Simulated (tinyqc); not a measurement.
FCI on RHF in the 6-31g basis, for H2, spin multiplicity 1, step by step. One step of it, computed by the program tinyqc.

Task: FCI: determinants and Hamiltonian. Slater-Condon rules over spin orbitals, with the nuclear repulsion added and E(HF) subtracted on the diagonal. Only determinants linked to the reference directly or through others are kept (one block of an abelian symmetry group), so some states are absent.

one-electron integrals over orbitals h = C^T H C (hartree):
```
           1          2          3         4
1  -1.117361   0.000000  -0.139907  0.000000
2   0.000000  -0.597183   0.000000  0.196722
3  -0.139907   0.000000  -0.036738  0.000000
4   0.000000   0.196722   0.000000  0.136783
```

Two-electron integrals over orbitals (pq|rs), unique and non-zero (hartree):
```
(11|11) 0.580060    (21|21) 0.102702    (22|11) 0.439456    (22|22) 0.397944
(31|11) 0.139907    (31|22) 0.064978    (31|31) 0.096971    (32|21) 0.003549
(32|32) 0.035707    (33|11) 0.508679    (33|22) 0.397777    (33|31) 0.118843
(33|33) 0.470438    (41|21) -0.080936   (41|32) -0.044158   (41|41) 0.115111
(42|11) -0.138829   (42|22) -0.069042   (42|31) -0.080187   (42|33) -0.114919
(42|42) 0.079981    (43|21) -0.113141   (43|32) -0.029709   (43|41) 0.125683
(43|43) 0.164864    (44|11) 0.584207    (44|22) 0.447551    (44|31) 0.176015
(44|33) 0.534977    (44|42) -0.164316   (44|44) 0.648601
```

nuclear repulsion = 0.55237705 hartree

Hartree-Fock energy = -1.10228596 hartree

Give: determinants; H - E(HF) between determinants.

Result:

Occupation strings over the orbitals (2 doubly, a alpha, b beta, 0 empty; spin orbitals ordered 1a 1b 2a 2b ...): 2000 a0b0 b0a0 0200 0a0b 0020 0b0a 0002

H - E(HF) between determinants (hartree):
```
         2000     a0b0     b0a0     0200     0a0b     0020     0b0a     0002
2000   0.0000   0.0000   0.0000   0.1027  -0.0809   0.0970   0.0809   0.1151
a0b0   0.0000   1.0092  -0.0970   0.0035  -0.1131  -0.0211   0.0442   0.1257
b0a0   0.0000  -0.0970   1.0092  -0.0035   0.0442   0.0211  -0.1131  -0.1257
0200   0.1027   0.0035  -0.0035   0.8582   0.1277   0.0357  -0.1277   0.0800
0a0b  -0.0809  -0.1131   0.0442   0.1277   1.6418  -0.0297  -0.0800   0.0324
0020   0.0970  -0.0211   0.0211   0.0357  -0.0297   2.0516   0.0297   0.1649
0b0a   0.0809   0.0442  -0.1131  -0.1277  -0.0800   0.0297   1.6418  -0.0324
0002   0.1151   0.1257  -0.1257   0.0800   0.0324   0.1649  -0.0324   2.5768
```
